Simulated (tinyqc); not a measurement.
Worked calculation: six-band Luttinger-Kohn model with strain. Values are carried at full precision from step to step, so a last printed digit may differ when a step is redone from the rounded ones.

Constants: hbar^2/2m0 = 3.80998211 eV angstrom^2.

Parameters, chosen for this exercise (near those of InAs; the results hold for these values, not for the real material):
- C11 = 83.9 GPa
- C12 = 45.2 GPa
- C44 = 39.6 GPa
- load = biaxial (001) (kind of stress)
- X = -0.43 GPa (stress)
- Dso = 0.392 eV (spin-orbit splitting)
- g1 = 19.98 (Luttinger gamma1)
- g2 = 8.5 (gamma2)
- g3 = 9.22 (gamma3)
- av = 1.01 eV (valence hydrostatic potential)
- b = -1.79 eV (tetragonal shear potential)
- d = -3.58 eV (trigonal shear potential)
- k = (0.002, 0.012, 0) 1/angstrom (wave vector)
- kmax = 0.015 1/angstrom (end of the path)

## Strain from a biaxial (001) stress

s11 = (C11 + C12)/((C11 - C12)(C11 + 2 C12)), s12 = -C12/((C11 - C12)(C11 + 2 C12)), s44 = 1/C44; exx = s11 sxx + s12 (syy + szz) and cyclic, exy = s44 sxy/2; tension is positive. A uniaxial stress X along the unit vector n is s_ij = X n_i n_j. Here sxx = syy = X, all else zero.

s11, s12, s44 (1/TPa): 19.1389  -6.7009  25.2525

strain tensor:
```
,x,y,z
x,-0.005348,0.000000,0.000000
y,0.000000,-0.005348,0.000000
z,0.000000,0.000000,0.005763
```

The volume changes by -0.493 %; there is no shear in the cubic axes, so d does not enter.

## The terms P, Q, R, S at one k

P = c g1 k^2 - av tr(e); Q = c g2 (kx^2 + ky^2 - 2 kz^2) - (b/2)(exx + eyy - 2 ezz); R = c sqrt3 [-g2 (kx^2 - ky^2) + 2i g3 kx ky] + (sqrt3/2) b (exx - eyy) - i d exy; S = 2 c sqrt3 g3 (kx - i ky) kz - d (exz - i eyz); c = hbar^2/2m0, e the strain tensor (not engineering shear).

Form the four terms.

Terms (eV):
```
term,from k,from strain
P,0.01127,0.00498
Q,0.00479,-0.01989
R,0.00785+0.00292i,0.00000
S,0.00000,0.00000
```

## The Hamiltonian

Six-band Luttinger-Kohn model in the basis |3/2,3/2>, |3/2,1/2>, |3/2,-1/2>, |3/2,-3/2>, |1/2,1/2>, |1/2,-1/2>, electron energies, zero at the top of the unstrained valence band. H = -[rows: (P+Q, -S, R, 0, -S/r2, r2 R); (-S*, P-Q, 0, R, -r2 Q, r32 S); (R*, 0, P-Q, S, r32 S*, r2 Q); (0, R*, S*, P+Q, -r2 R*, -S*/r2); (-S*/r2, -r2 Q, r32 S, -r2 R, P+Dso, 0); (r2 R*, r32 S*, r2 Q, -S/r2, 0, P+Dso)], r2 = sqrt(2), r32 = sqrt(3/2). Levels are twofold.

Each term is the sum of its two parts.

H(k) (eV):
```
,3/2,3/2,3/2,1/2,3/2,-1/2,3/2,-3/2,1/2,1/2,1/2,-1/2
3/2,3/2,-0.0012,0,-0.0079-0.0029i,0,0,-0.0111-0.0041i
3/2,1/2,0,-0.0313,0,-0.0079-0.0029i,-0.0213,0
3/2,-1/2,-0.0079+0.0029i,0,-0.0313,0,0,0.0213
3/2,-3/2,0,-0.0079+0.0029i,0,-0.0012,0.0111-0.0041i,0
1/2,1/2,0,-0.0213,0,0.0111+0.0041i,-0.4082,0
1/2,-1/2,-0.0111+0.0041i,0,0.0213,0,0,-0.4082
```

## Levels and their make-up

Diagonalise H. The weights add +m and -m and are averaged over each pair; m is taken along z.

levels from the top, each twofold (eV): 0.0017  -0.0327  -0.4098

weights:
```
,top,second,third
|3/2,+-3/2>,0.925,0.074,0.001
|3/2,+-1/2>,0.073,0.924,0.003
|1/2,+-1/2>,0.002,0.002,0.996
```

The top pair is 92 % |3/2,+-3/2>, the second pair is 92 % |3/2,+-1/2> and the third pair is 100 % |1/2,+-1/2>.

## Band edges at k = 0
Diagonalise H at k = 0. The weights add +m and -m (m along z) and are averaged over each pair.

edges from the top (eV): 0.0149  -0.0228  -0.3991

weights at k = 0:
```
,top,second,third
|3/2,+-3/2>,1.000,0.000,0.000
|3/2,+-1/2>,0.000,0.994,0.006
|1/2,+-1/2>,0.000,0.006,0.994
```

The stress splits the top two pairs by 37.7 meV, 1.46 times kT at 300 K (25.85 meV); the third lies 414.0 meV below the top, against Dso = 392 meV without stress.

## The edges in closed form

With R = S = 0: P = -av tr(e), Q = -(b/2)(exx + eyy - 2 ezz), W = sqrt(Dso^2 + 2 Dso Q + 9 Q^2); E(HH) = -P - Q, E(LH) and E(SO) = -P + (Q - Dso +/- W)/2. Without the coupling to the split-off band E(LH) = -P + Q.

P = 0.00498 eV
Q = -0.01989 eV
W = 0.37634 eV

E(HH), E(LH), E(SO) (eV): 0.0149  -0.0228  -0.3991

E(LH) without the coupling = -0.0249 eV

The heavy-hole edge is on top. The coupling raises the light-hole edge by 2.1 meV; to lowest order it is 2 Q^2/Dso = 2.0 meV, with |Q|/Dso = 0.05.

## Polarisation of the edge transitions

In the basis X, Y, Z times spin, H(k = 0) has -Dso/3 + l exx + m (eyy + ezz) on the diagonal (cyclic) and n exy off it, l = av + 2 b, m = av - b, n = sqrt(3) d. Spin-orbit term (Dso/3) L.sigma on X, Y, Z with (L_k)_ij = -i epsilon_kij: <X+|H|Y+> = -i Dso/3, <X+|H|Z-> = Dso/3, <Y+|H|Z-> = -i Dso/3, <Z+|H|X-> = -Dso/3, <Z+|H|Y-> = i Dso/3, <X-|H|Y-> = i Dso/3, and their conjugates; + and - are the spin along z. The strength of a transition to an s-like conduction level for light polarised along the unit vector u is the weight of the orbital ux X + uy Y + uz Z in the valence state, summed over spin and averaged over the pair.

strain block of X, Y, Z (eV):
```
,X,Y,Z
X,0.01491,0,0
Y,0,0.01491,0
Z,0,0,-0.04476
```

Relative strengths:
```
polarisation,top,second,third
[100],0.500,0.203,0.297
[010],0.500,0.203,0.297
[001],0.000,0.594,0.406
[110],0.500,0.203,0.297
[1-10],0.500,0.203,0.297
[111],0.333,0.333,0.333
```

The top pair is strongest for light along [100], [010], [110] and [1-10] (0.500) and weakest along [001] (0.000); without strain every direction has 1/3 on average over the fourfold top. For each polarisation the three pairs add up to 1.

## Hole masses at the edges

Curvature at k = 0: m/m0 = -2 c h^2/(E(h u) + E(-h u) - 2 E(0)) with h = 0.0002 1/angstrom along the unit vector u.

Hole masses (m0):
```
direction,top,second,third
[110],0.035,0.075,0.055
[1-10],0.035,0.075,0.055
[100],0.035,0.075,0.055
[001],0.336,0.030,0.042
```

Of the directions listed, the top pair is lightest along [110], [1-10] and [100] (0.035) and heaviest along [001] (0.336). These masses hold only for hole energies well below the splitting of 38 meV.

## Bands along [100] and [001]

Six points from 0 to kmax in each direction.

Levels (eV):
```
direction,|k| (1/angstrom),top,second,third,"top, no stress","second, no stress"
[100],0.000,0.0149,-0.0228,-0.3991,0.0000,0.0000
[100],0.003,0.0139,-0.0232,-0.3997,-0.0001,-0.0013
[100],0.006,0.0112,-0.0247,-0.4016,-0.0004,-0.0050
[100],0.009,0.0069,-0.0276,-0.4048,-0.0009,-0.0113
[100],0.012,0.0020,-0.0323,-0.4095,-0.0016,-0.0198
[100],0.015,-0.0029,-0.0397,-0.4157,-0.0026,-0.0306
[001],0.000,0.0149,-0.0228,-0.3991,0.0000,0.0000
[001],0.003,0.0148,-0.0239,-0.3999,-0.0001,-0.0013
[001],0.006,0.0145,-0.0273,-0.4024,-0.0004,-0.0050
[001],0.009,0.0140,-0.0329,-0.4066,-0.0009,-0.0113
[001],0.012,0.0133,-0.0405,-0.4126,-0.0016,-0.0198
[001],0.015,0.0124,-0.0500,-0.4206,-0.0026,-0.0306
```

## Checks

- Levels against the same model in the basis X, Y, Z times spin: they agree to 1e-10 or better.
- Closed-form edges against the diagonalisation: they agree to 1e-10 or better.

(tinyqc, `OMP_NUM_THREADS=1 python tinyqc.py 1080240 1080241 out.jsonl`, Intel(R) Xeon(R) Processor @ 2.30GHz, 1 thread, shared host, about 0.03 s.)
